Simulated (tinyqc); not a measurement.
Ellipsoidal valleys in the axes of a wafer and a channel: one step. Masses of all valleys. Two cases, with inputs chosen for the exercise.

Task: Give mz, md, mc, mx and my.

Valleys with axes a along x, y and z, two valleys each; inverse mass tensor w = 1/mt + (1/ml - 1/mt) a a. Device axes: z = nz/|nz|, x = nx/|nx|, y = z cross x; in them a = (ax, ay, az). Confinement mass mz = 1/w_zz. In the plane w_ij is replaced by u_ij = w_ij - w_iz w_jz/w_zz (i, j = x, y); density-of-states mass md = 1/sqrt(det u); conductivity mass along x mc = 1/u_xx; ballistic transport mass mx = u_yy/det u, width mass my = 1/u_yy.

Give: Masses (m0).

Case 1.

Values chosen (near those of the Delta valleys of Si; the results hold for these values, not for the real material): ml = 0.891 m0 (longitudinal mass); mt = 0.195 m0 (transverse mass); nz = (1, 1, 0) (surface normal (confinement)); nx = (0, 0, 1) (channel direction).

Result:

Masses (m0):

| valley | mz | md | mc | mx | my |
|---|---|---|---|---|---|
| x | 0.3200 | 0.3254 | 0.1950 | 0.1950 | 0.5430 |
| y | 0.3200 | 0.3254 | 0.1950 | 0.1950 | 0.5430 |
| z | 0.1950 | 0.4168 | 0.8910 | 0.8910 | 0.1950 |

mz md^2 = ml mt^2 = 0.03388 for every valley, so a heavy confinement mass comes with a small density of states. The heaviest mz is 0.320, for x and y.

Case 2.

Values chosen (near those of the Delta valleys of Si; the results hold for these values, not for the real material): ml = 0.942 m0 (longitudinal mass); mt = 0.183 m0 (transverse mass); nz = (1, 1, 1) (surface normal (confinement)); nx = (1, 1, -2) (channel direction).

Result:

Masses (m0):

| valley | mz | md | mc | mx | my |
|---|---|---|---|---|---|
| x | 0.2502 | 0.3551 | 0.2242 | 0.3095 | 0.4074 |
| y | 0.2502 | 0.3551 | 0.2242 | 0.3095 | 0.4074 |
| z | 0.2502 | 0.3551 | 0.6890 | 0.6890 | 0.1830 |

mz md^2 = ml mt^2 = 0.03155 for every valley, so a heavy confinement mass comes with a small density of states. On this face all axes make the same angle with the normal.

Computed by tinyqc, one run a case: `OMP_NUM_THREADS=1 python tinyqc.py N N+1 out.jsonl` with N = 1850441, 1850605; one thread of a shared Intel(R) Xeon(R) Processor @ 2.30GHz, about 0.01 s a run at most.
